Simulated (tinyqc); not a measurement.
Isotope shift of the local mode: vibrations of a mass or spring defect in a linear chain. Computed by tinyqc, a small Python program. Command: `OMP_NUM_THREADS=1 python tinyqc.py 3009811 3009812 out.jsonl localmode walk`. One thread of a shared host (Intel(R) Xeon(R) Processor @ 2.30GHz), about 0.01 s of CPU time with the checks.

A ring of N atoms with nearest-neighbour springs k and motion along the chain. Atom 1 is the defect, of mass M', and its two springs are k'. All other atoms have the mass M.

Inputs (values chosen for the exercise, for a model chain):
```
quantity,value,unit
spring constant k,9.05,eV/angstrom^2
host mass M,112,u
defect mass M',60.3,u
spring ratio k'/k at the defect,1,-
isotope mass step,1,u
```

Host: monatomic.

Constants: nu for 1 eV/(angstrom^2 u) = 15.6333042 THz.

Method:
- Host band: lambda from 0 to 4k/M.
- nu = 15.6333042 THz x sqrt(lambda), lambda in eV/(angstrom^2 u).
- D_ii = (sum of the two springs at i)/M_i, D_ij = -k_ij/sqrt(M_i M_j) for neighbours, closed into a ring.
- The same matrix for 120 atoms; amplitudes are the mass-weighted eigenvector, in size, relative to the defect, for the highest mode; its weight is the squared component of the normalised eigenvector on the defect.
- Raise M' by the isotope step in the 120-atom ring. First order, good only for a step much smaller than M': Delta nu/nu = -(1/2) (weight on the defect) Delta M'/M'; a defect vibrating against fixed neighbours would give sqrt(M'/(M' + step)) - 1.

highest frequency, long ring = 10.0192 THz

weight of the highest mode on the defect = 0.631643

shift, exact = -0.51468 %

shift, first order = -0.52375 %

shift, fixed neighbours = -0.81901 %

What follows from these numbers?

The shift is 63 % of the fixed-neighbour value; all other atoms together carry 37 % of the kinetic energy of the mode.

Extremes, crossings and ranges named in words are read from the listed rows.
